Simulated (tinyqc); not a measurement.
Heat flow across a film from the phonon Boltzmann equation in the relaxation-time approximation: one step, computed by the program tinyqc. Command: `OMP_NUM_THREADS=1 python tinyqc.py 3010788 3010789 out.jsonl slabbte walk`. One thread of a shared host (Intel(R) Xeon(R) Processor @ 2.30GHz), about 0.02 s of CPU time with the checks.

Two black walls, hot at x = 0 and cold at x = L, emit phonons isotropically. For one free path Lambda, with tau = x/Lambda, tau_L = L/Lambda and phi = (T - T_cold)/Delta T, energy balance gives phi(tau) = (1/2) [E2(tau) + int_0^tau_L phi(s) E1(|tau - s|) ds]; E_n are the exponential integrals. The flux over the ballistic flux C v Delta T/4 is psi = 1 - 2 int_0^tau_L phi(s) E2(s) ds, and kappa_eff/kappa = (3/4) tau_L psi. kappa = C v Lambda/3 is an input, so at fixed kappa a longer free path means a smaller C v.

Question. The small linear system for Lambda_1. Cut the film into n equal cells with constant phi, collocated at the centres c_i: the kernel integrates to A_ij = |E2(|c_i - e_j|) - E2(|c_i - e_(j+1)|)|/2 for cell edges e_j, and A_ii = 1 - E2(half a cell); solve (1 - A) phi = E2(c)/2; psi = 1 - 2 sum_j phi_j [E3(e_j) - E3(e_(j+1))].

Inputs (values chosen for the exercise, modelled on sapphire): film thickness L = 60 nm; free path Lambda_1 = 22 nm; cells n in the small system = 6.

Give: optical thickness tau_L; 1 - A; right-hand side E2(c)/2; flux weights E3(e_j) - E3(e_(j+1)).

Answer.

optical thickness tau_L = 2.7273

1 - A:
```
[[0.54230, -0.15022, -0.06007, -0.02856, -0.01461, -0.00779],
 [-0.15022, 0.54230, -0.15022, -0.06007, -0.02856, -0.01461],
 [-0.06007, -0.15022, 0.54230, -0.15022, -0.06007, -0.02856],
 [-0.02856, -0.06007, -0.15022, 0.54230, -0.15022, -0.06007],
 [-0.01461, -0.02856, -0.06007, -0.15022, 0.54230, -0.15022],
 [-0.00779, -0.01461, -0.02856, -0.06007, -0.15022, 0.54230]]
```

right-hand side E2(c)/2: [0.27115, 0.12093, 0.060857, 0.032297, 0.017690, 0.0098989]

flux weights E3(e_j) - E3(e_(j+1)): [0.26295, 0.11290, 0.056442, 0.029866, 0.016331, 0.0091281]
